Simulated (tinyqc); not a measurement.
From results back to parameters: two-node Weyl semimetal on a cubic lattice and its slab. Three cases, with inputs chosen for the exercise.

Problem. Along (0,0,kz) the levels of the bulk are -/+ |M|, M = tz (cos k0 - cos kz), with nodes at +/-k0, 0 < k0 < pi. The planes with M < 0, that is |kz| < k0, each carry a Chern number of size one. The gaps at kz = 0 and pi come from hidden tz and k0.

Find: tz; k0; |sigma_xy| = k0/pi.

Method. The gaps are 2 tz (1 - cos k0) and 2 tz (1 + cos k0): their sum is 4 tz, and the gap at pi less the gap at 0, over the sum, is cos k0.

Case 1.

gaps 2|M| (eV): kz = 0 0.76853, kz = pi 1.15147

Solution.

tz = 0.480 eV
k0 = 1.370 1/a
|sigma_xy| = k0/pi = 0.436 e^2/(h a)

Case 2.

gaps 2|M| (eV): kz = 0 0.15337, kz = pi 1.92663

Solution.

tz = 0.520 eV
k0 = 0.550 1/a
|sigma_xy| = k0/pi = 0.175 e^2/(h a)

Case 3.

gaps 2|M| (eV): kz = 0 1.09185, kz = pi 2.18815

Solution.

tz = 0.820 eV
k0 = 1.230 1/a
|sigma_xy| = k0/pi = 0.392 e^2/(h a)

Computed by tinyqc, one run a case: `OMP_NUM_THREADS=1 python tinyqc.py N N+1 out.jsonl` with N = 1451484, 1451745, 1451804; one thread of a shared Intel(R) Xeon(R) Processor @ 2.30GHz, about 0.2 s a run at most.
